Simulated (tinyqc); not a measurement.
Displacements against temperature: thermal displacements in the Debye model: Debye-Waller factors, bond-length spread and the Lindemann rule. Computed by tinyqc, a small Python program. Command: `OMP_NUM_THREADS=1 python tinyqc.py 3027462 3027463 out.jsonl debyewaller walk`. One thread of a shared host (Intel(R) Xeon(R) Processor @ 2.30GHz), about 0.01 s of CPU time with the checks.

A Debye spectrum with three branches of one velocity, cut at k_B Theta; 4 atoms per cube, nearest neighbours at d = 0.707107 a.

Inputs (values chosen for the exercise, modelled on lead):
```
quantity                 value      unit
atomic mass M            207.2         u
Debye temperature Theta     93         K
lattice constant a        4.95  angstrom
temperature T               20         K
```

Structure: fcc.

reflection (h k l): 1  1  1

Constants: hbar^2/u = 4.18015928e-03 eV angstrom^2; k_B = 8.617333262e-05 eV/K.

Method:
- <u_x^2> = (3 hbar^2/(2 M k_B Theta)) int_0^1 s coth(s Theta/(2T)) ds (64 Gauss-Legendre points); it tends to 3 hbar^2/(4 M k_B Theta) at T = 0 and to 3 hbar^2 T/(M k_B Theta^2) at high T.
- B = 8 pi^2 <u_x^2>.
- G = 2 pi sqrt(h^2 + k^2 + l^2)/a; the intensity is multiplied by exp(-2W), 2W = G^2 <u_x^2>; the loss goes into thermal diffuse scattering.
- Correlated Debye model: sigma^2 = (3 hbar^2/(M k_B Theta)) int_0^1 s coth(s Theta/(2T)) [1 - sin(s q_D R)/(s q_D R)] ds for two atoms at distance R, q_D = (6 pi^2 n)^(1/3), n atoms per volume; uncorrelated motion would give 2 <u_x^2>.
- The correlation is 1 - sigma^2/(2 <u_x^2>); exp(-2W) uses 2W = G^2 <u_x^2>.

|G| = 2.19854 1/angstrom

Displacements (angstrom^2):
```
T (K)    <u_x^2>   classical  sigma^2 at d  sigma^2 at 2d  exp(-2W)
2.8    0.0018993  2.2738e-04     0.0032512      0.0036014   0.99086
9.3    0.0020122  7.5521e-04     0.0032774      0.0036740   0.99032
19     0.0023926   0.0015429     0.0035350      0.0041537   0.98850
33     0.0032295   0.0026798     0.0043710      0.0054135   0.98451
51     0.0045120   0.0041415     0.0058251      0.0074376   0.97843
74     0.0062688   0.0060092     0.0079090       0.010254   0.97015
110    0.0091087   0.0089326      0.011346       0.014836   0.95693
170     0.013919    0.013805      0.017225       0.022624   0.93493
200     0.016338    0.016241      0.020191       0.026544   0.92406
```

What does the comparison show, and why?

The classical line is within 5 % from T = 74 K (T/Theta = 0.80) on. The correlation of nearest neighbours grows from 0.14 to 0.38, since thermal motion weights long waves, which move neighbours together, more than zero-point motion does; at 2d it ends at 0.19. The reflection keeps 99 % of its intensity at the lowest T and 92 % at the highest.

Extremes, crossings and ranges named in words are read from the listed rows.
